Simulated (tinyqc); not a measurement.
# Gated graphene, quantum capacitance, step by step

Computed by the program tinyqc: `OMP_NUM_THREADS=1 python tinyqc.py 2200121 2200122 out.jsonl`, one thread of a shared Intel Xeon 2.30GHz, about 0.01 s for the whole run. Printed values are rounded.

phi is the Fermi level above the Dirac point, in volts; Vg is counted from the gate voltage of charge neutrality. Ideal linear bands, no charge puddles.

Values chosen for this exercise; values close to those of graphene:

| symbol | value | unit | meaning |
|---|---|---|---|
| T | 300 | K | temperature |
| eox | 7.67 |  | relative permittivity of the gate insulator (close to silicon nitride) |
| tox | 3 | nm | insulator thickness |
| vF | 1.03e6 | m/s | Fermi velocity |
| Dit | 0 | cm^-2 eV^-1 | density of traps |
| Vg | 0.8 | V | gate voltage |

Constants: q = 1.602176634e-19 C, kB = 1.380649e-23 J/K, hbar = 1.054571817e-34 J s, Vt = kB T/q, eps0 = 8.8541878128e-14 F/cm where lengths are in cm. Results are converted to the units shown.

## Gate capacitance

Cox = eps0 eox/tox.

Cox = 2.263721 uF/cm^2

## Starting value

phi = Vg.

phi at the start = 0.8 V

## Iteration 1: new phi

N0 = (2/pi)(kB T/(hbar vF))^2; n = N0 F1(phi/Vt), p = N0 F1(-phi/Vt), F1(e) = int_0^infinity u du/(1 + exp(u - e)) = -Li2(-exp(e)); Cq = q d(n - p)/dphi = (q N0/Vt) ln[2 (1 + cosh(phi/Vt))]. Newton: f = phi + q (n - p + Dit phi)/Cox - Vg, phi(new) = phi - f/(1 + (Cq + q Dit)/Cox).

n = 4.447476e13 cm^-2
p = 0.003365534 cm^-2
Cq = 17.75311 uF/cm^2
f = 3.147756 V
phi after iteration 1 = 0.4440176 V

## Iteration 2: new phi

As before.

n = 1.380578e13 cm^-2
p = 3215.850 cm^-2
Cq = 9.853367 uF/cm^2
f = 0.6211391 V
phi after iteration 2 = 0.3279760 V

## Iteration 3: new phi

As before.

n = 7.601790e12 cm^-2
p = 2.862248e5 cm^-2
Cq = 7.278248 uF/cm^2
f = 0.06600218 V
phi after iteration 3 = 0.3123178 V

## Course of the iteration

Stop when the step is below 1e-10 V, or after 40 iterations.

Course of the iteration:
```
iteration  phi before the step (V)  step (V)
1                              0.8    -0.356
2                        0.4440176    -0.116
3                        0.3279760   -0.0157
4                        0.3123178  -2.96e-4
5                        0.3120219  -1.06e-7
6                        0.3120218   < 1e-13
```

Converged in 6 iterations.

## Charge and capacitances at the solution

converged phi = 0.3120218 V

N0 = (2/pi)(kB T/(hbar vF))^2; n = N0 F1(phi/Vt), p = N0 F1(-phi/Vt), F1(e) = int_0^infinity u du/(1 + exp(u - e)) = -Li2(-exp(e)); Cq = q d(n - p)/dphi = (q N0/Vt) ln[2 (1 + cosh(phi/Vt))]. 1/C_G = 1/Cox + 1/(Cq + q Dit); dphi/dVg = Cox/(Cox + Cq + q Dit).

n - p = 6.894660e12 cm^-2
Cq = 6.924205 uF/cm^2
C_G = 1.705985 uF/cm^2
dphi/dVg = 0.2463800

Cq is 3.06 times Cox, so C_G is 75.4 % of Cox; 39.0 % of the gate voltage has gone into phi.
